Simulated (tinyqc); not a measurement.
Which input was changed? Model: scattering rates of a carrier in a spherical band by Fermi's golden rule. Computed by tinyqc, a small Python program. Command: `OMP_NUM_THREADS=1 python tinyqc.py 3021134 3021135 out.jsonl scatter which`. One thread of a shared host (Intel(R) Xeon(R) Processor @ 2.30GHz), about 0.05 s of CPU time with the checks.

All processes here are isotropic or elastic, and the rate listed is the momentum relaxation rate.

Inputs (values chosen for the exercise, modelled on electrons in silicon):
```
quantity                                          value       unit
density-of-states mass of one valley m            0.311        m_0
non-parabolicity alpha                             0.52       1/eV
static permittivity eps_s                          11.7          -
density rho                                        2329     kg/m^3
sound velocity v_l                                 9090        m/s
acoustic deformation potential D_A                  8.6         eV
phonon energy hbar w                               61.1        meV
optical or intervalley deformation potential D_o    5.6  1e8 eV/cm
final valleys Z_f                                     5          -
ionised impurity density N_I                      2e+17     1/cm^3
temperature T                                        77          K
carrier energy E                                    270        meV
```

Crystal: non-polar. Band: Kane. Impurity formula: Brooks-Herring. Further scattering: none.

Constants: k_B = 8.617333262e-05 eV/K; eps_0 = 8.8541878128e-12 F/m; k_B = 1.380649e-23 J/K; e = 1.602176634e-19 C; hbar = 1.054571817e-34 J s; m_0 = 9.1093837015e-31 kg; hbar = 6.582119569e-16 eV s.

Method:
- Phonon occupation N_q = 1/(exp(hbar w/(k_B T)) - 1).
- Debye screening by free carriers of density N_I: L_s = sqrt(eps_s eps_0 k_B T/(e^2 N_I)).
- Kane band: hbar^2 k^2/(2 m) = E (1 + alpha E), speed v = hbar k/(m (1 + 2 alpha E)), states per spin, volume and energy g(E) = m k (1 + 2 alpha E)/(2 pi^2 hbar^2); overlap factors are set to 1. Masses are multiplied by m_0 and all formulas are in SI units.
- Acoustic deformation potential (elastic, equipartition, absorption and emission together): 1/tau = 2 pi k_B T D_A^2 g(E)/(hbar rho v_l^2).
- Singly charged impurities, momentum relaxation: 1/tau = N_I e^4 m (1 + 2 alpha E) Phi/(8 pi (eps_s eps_0)^2 hbar^3 k^3), with alpha = 0 for a parabolic band.
- Brooks-Herring: Phi = ln(1 + b) - b/(1 + b), b = 4 k^2 L_s^2.
- Optical or intervalley deformation potential: 1/tau = (pi Z_f D_o^2/(rho w)) [N_q g(E + hbar w) + (N_q + 1) g(E - hbar w)], with g = 0 below the band edge.
- Rates add: 1/tau_m is the sum, and the mean free path is v tau_m.

Task: One of these inputs alone was changed, within the range given: non-parabolicity alpha (0.26 to 1.04); static permittivity eps_s (5.85 to 23.4); sound velocity v_l (4545 to 1.818e+04); phonon energy hbar w (30.55 to 122.2). Which one, and to what value?

Results:
```
run     ionised-impurity rate (1/s)  momentum relaxation time tau_m (fs)  acoustic rate (1/s)
before                 1.662818e+11                             69.25350         1.637480e+12
after                  9.962352e+10                             69.57467         1.637480e+12
```

Result:

Each candidate set to reproduce ionised-impurity rate, and what it then gives:
```
candidate                         range searched  value needed  momentum relaxation time tau_m (fs)  acoustic rate (1/s)
non-parabolicity alpha (1/eV)       0.26 to 1.04  out of reach                                    -                    -
static permittivity eps_s           5.85 to 23.4         15.60                               69.575           1.6375e+12
sound velocity v_l (m/s)       4545 to 1.818e+04     no effect                                    -                    -
phonon energy hbar w (meV)        30.55 to 122.2     no effect                                    -                    -
```

Only static permittivity eps_s fits every result: it went from 11.7 to 15.6. No other candidate reaches the first result within its range.

Caution: the largest acoustic phonon energy 2 hbar v_l k is not small against k_B T, so equipartition is a rough assumption.
